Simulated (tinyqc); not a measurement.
Inside a calculation: Bethe-Salpeter matrix of a two-band chain (Tamm-Dancoff form). Values are carried at full precision from step to step, so a last printed digit may differ when a step is redone from the rounded ones.

One valence and one conduction band, lattice period 1, mesh k = 2 pi j/N. Pair energies D(k) = Eg + 2 t sum(1 - cos k), t = tc + tv. Screened attraction W(R) = U at R = 0 and V/|R| otherwise, R over the N cells with the nearest image; W(q) = sum_R W(R) cos(q R). H(k, k') = D(k) delta - W(k - k')/Nk + 2 J/Nk for singlets (J = 0 for triplets), Nk the number of k points. With a constant transition dipole the strength of a state is f = (sum_k A_k)^2/Nk, and the f sum to 1.

Inputs chosen for the exercise: Eg = 3.6 eV (quasiparticle gap); tc = 0.13 eV (conduction hopping); tv = 0.38 eV (valence hopping); U = 0.85 eV (attraction in the same cell); V = 0 eV (attraction at one cell distance); J = 0.59 eV (exchange in the same cell); N = 7 (k points along each axis).

## Pair energies and the kernel

List D(k), W(R) and W(q) on the mesh.

Mesh values (eV):
```
index j  D(k_j)  W(R = j)  W(q_j)
j0       3.6000    0.8500  0.8500
j1       3.9840    0.0000  0.8500
j2       4.8470    0.0000  0.8500
j3       5.5390    0.0000  0.8500
j4       5.5390    0.0000  0.8500
j5       4.8470    0.0000  0.8500
j6       3.9840    0.0000  0.8500
```

## The singlet matrix

Fill in H.

H (eV), lower triangle:
```
        j0      j1      j2      j3      j4      j5      j6
j0  3.6471
j1  0.0471  4.0312
j2  0.0471  0.0471  4.8941
j3  0.0471  0.0471  0.0471  5.5861
j4  0.0471  0.0471  0.0471  0.0471  5.5861
j5  0.0471  0.0471  0.0471  0.0471  0.0471  4.8941
j6  0.0471  0.0471  0.0471  0.0471  0.0471  0.0471  4.0312
```

## Exciton levels and strengths

Diagonalise. For the lowest state give the amplitudes A_k (norm 1, largest positive) and f = (sum_k A_k)^2/Nk, Nk the size of the matrix.

levels (eV): 3.6338  3.9840  4.0709  4.8470  4.9391  5.5390  5.6562

amplitudes of the lowest state: j0 0.990, j1 -0.095, j2 -0.028, j3 -0.018, j4 -0.018, j5 -0.028, j6 -0.095

f of the lowest state = 0.072

The lowest state lies 0.0338 eV above the gap Eg = 3.6 eV and holds 7 % of the strength, against 14 % for one free pair. On a fine mesh the triplet and singlet bindings are 0.3077 and -0.0004 eV.

## Spectrum with and without the kernel

Distinct levels with their degeneracy and summed f, for singlets, beside the sorted triplet levels and free pairs.

Singlets:
```
E (eV)  degeneracy       f
3.6338           1  0.0718
3.9840           1  0.0000
4.0709           1  0.2347
4.8470           1  0.0000
4.9391           1  0.2636
5.5390           1  0.0000
5.6562           1  0.4300
```

triplet levels (eV): 3.2871  3.7919  3.9840  4.6464  4.8470  5.3947  5.5390

free pairs (eV): 3.6000  3.9840  3.9840  4.8470  4.8470  5.5390  5.5390

3 of the 7 singlets are dark; those whose amplitude vanishes at R = 0 also feel neither U nor J. The lowest singlet lies 0.3467 eV above the lowest triplet; first order gives 2 J f = 0.7355 eV with the f of the triplet envelope. The centre of the spectrum, sum f E = 4.9500 eV, equals mean D - U + 2J = 4.9500 eV.

## Checks

- Levels from the matrix in the electron-hole distance R against those in k: they agree to 1e-10 or better.
- Triplet binding on 200 points against the formula sqrt(4 t^2 + U^2) - 2t, eV: both 0.3077.

Program tinyqc; command `OMP_NUM_THREADS=1 python tinyqc.py 1280472 1280473 out.jsonl`; about 0.1 s on one thread of a shared Intel(R) Xeon(R) Processor @ 2.30GHz.
